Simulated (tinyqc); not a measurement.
# Polarisation charge from two barrier thicknesses

Inverse problem. VT = phiB - dEc - q sigma d/(eps0 eps_r). Find sigma, phiB - dEc and the thickness at which VT = 0.

Inputs (values chosen for the exercise): relative permittivity of barrier and channel eps_r = 9.1.

Constants: q = 1.602176634e-19 C, eps0 = 8.8541878128e-14 F/cm where lengths are in cm. Results are converted to the units shown.

VT for d = 20 and 30 nm (V): -3.6256525  -5.8538587

Answer. VT is linear in d.

sigma = 1.121e13 cm^-2
phiB - dEc = 0.8308 V
thickness for VT = 0 = 3.728 nm

Program tinyqc, `OMP_NUM_THREADS=1 python tinyqc.py 2570083 2570084 out.jsonl`; Intel Xeon 2.30GHz, shared host, one thread, about 0.02 s.
